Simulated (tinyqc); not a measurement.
Reverse leakage of an n+-p junction: diffusion, generation, trap-assisted and band-to-band tunnelling: two steps of the calculation.

One-sided abrupt junction in the depletion approximation, x from the junction (0) to W on the p side, field F = F0 (1 - x/W). Flat quasi-Fermi levels, long p side. Traps generate through SRH with both lifetimes shortened by 1 + Gamma (Hurkx enhancement, form for moderate fields); band-to-band generation is local and needs a total bending above Eg.

Values chosen for this exercise; band and dielectric values close to those of silicon: temperature T = 300 K; band gap Eg = 1.13 eV; relative permittivity eps_r = 11.5; conduction-band density of states at T Nc = 2.8e19 cm^-3; valence-band density of states at T Nv = 2.65e19 cm^-3; acceptor density of the lighter side Na = 9.7e16 cm^-3; donor density of the heavier side Nd = 5e19 cm^-3; SRH lifetime of both carriers at zero field tau = 1e-6 s; trap level above the intrinsic level Et = 0 eV; tunnelling mass mt = 0.26 m0; electron diffusion coefficient on the lighter side Dn = 12 cm^2/s; band-to-band prefactor Ab = 2.5e14 cm^-0.5 V^-2.5 s^-1; band-to-band field constant Bb = 1.91e7 V/cm; reverse bias VR = 1.2 V.

Constants: q = 1.602176634e-19 C, kB = 1.380649e-23 J/K, hbar = 1.054571817e-34 J s, m0 = 9.1093837015e-31 kg, Vt = kB T/q, eps0 = 8.8541878128e-14 F/cm where lengths are in cm. Results are converted to the units shown.

Problem 1. Field, scales and diffusion current. ni = sqrt(Nc Nv) exp(-Eg/(2 Vt)), Eg in volts; Vbi = Vt ln(Na Nd/ni^2); W = sqrt(2 eps0 eps_r (Vbi + VR)/(q Na)); F0 = 2 (Vbi + VR)/W; FG = sqrt(24 mt m0 (kB T)^3)/(q hbar); J_diff = q ni^2 sqrt(Dn/tau)(1 - exp(-VR/Vt))/Na.

Give: ni; Vbi; W; F0; FG; J_diff.

Solution 1.

ni = 8.783e9 cm^-3
Vbi = 1.000 V
W = 169.8 nm
F0 = 259.1 kV/cm
FG = 376.1 kV/cm
J_diff = 4.413e-13 A/cm^2

Problem 2. Generation rates across the layer. u = (Vbi + VR)(1 - x/W)^2, p = Na exp(-u/Vt), n = Nd exp((u - Vbi - VR)/Vt); G0 = ni^2 (1 - exp(-VR/Vt))/(tau (n + p + 2 ni cosh(Et/Vt))); Gamma = 2 sqrt(3 pi)(F/FG) exp((F/FG)^2); trap-assisted part G0 Gamma; G_bb = Ab F^2.5 exp(-Bb/F) with F in V/cm, zero unless Vbi + VR > Eg. 13 equal steps.

ni = 8.7825312e9 cm^-3
Vbi = 0.99995486 V
W = 169.78687 nm
F0 = 259.14311 kV/cm
FG = 376.14652 kV/cm

Find: x; F; Gamma; G0; G0 Gamma; G_bb.

Solution 2.

x, point 0 to 13 (nm): [0.0, 13.1, 26.1, 39.2, 52.2, 65.3, 78.4, 91.4, 104.5, 117.5, 130.6, 143.7, 156.7, 169.8]
F, point 0 to 13 (kV/cm): [259.1, 239.2, 219.3, 199.3, 179.4, 159.5, 139.5, 119.6, 99.7, 79.7, 59.8, 39.9, 19.9, 0.0]
Gamma, point 0 to 13: [6.800, 5.851, 5.028, 4.309, 3.677, 3.116, 2.614, 2.160, 1.745, 1.361, 1.001, 0.6581, 0.3263, 0]
G0, point 0 to 13 (cm^-3 s^-1): [1.543e6, 4.522e11, 4.026e15, 4.391e15, 4.391e15, 4.391e15, 4.391e15, 4.089e15, 2.214e14, 2.507e12, 7.390e10, 5.959e9, 1.316e9, 7.952e8]
G0 Gamma, point 0 to 13 (cm^-3 s^-1): [1.049e7, 2.646e12, 2.024e16, 1.892e16, 1.614e16, 1.368e16, 1.148e16, 8.831e15, 3.863e14, 3.413e12, 7.398e10, 3.922e9, 4.293e8, 0]
G_bb, point 0 to 13 (in units of 1e-5 cm^-3 s^-1): [8.363, 0.015, 0.000, 0.000, 0.000, 0.000, 0.000, 0.000, 0.000, 0.000, 0.000, 0.000, 0.000, 0.000]

Range of the model: The n+ side is degenerate, so Vbi from Boltzmann statistics is only a guide.

Program tinyqc, `OMP_NUM_THREADS=1 python tinyqc.py 2290062 2290063 out.jsonl`; Intel Xeon 2.30GHz, shared host, one thread, about 0.01 s.
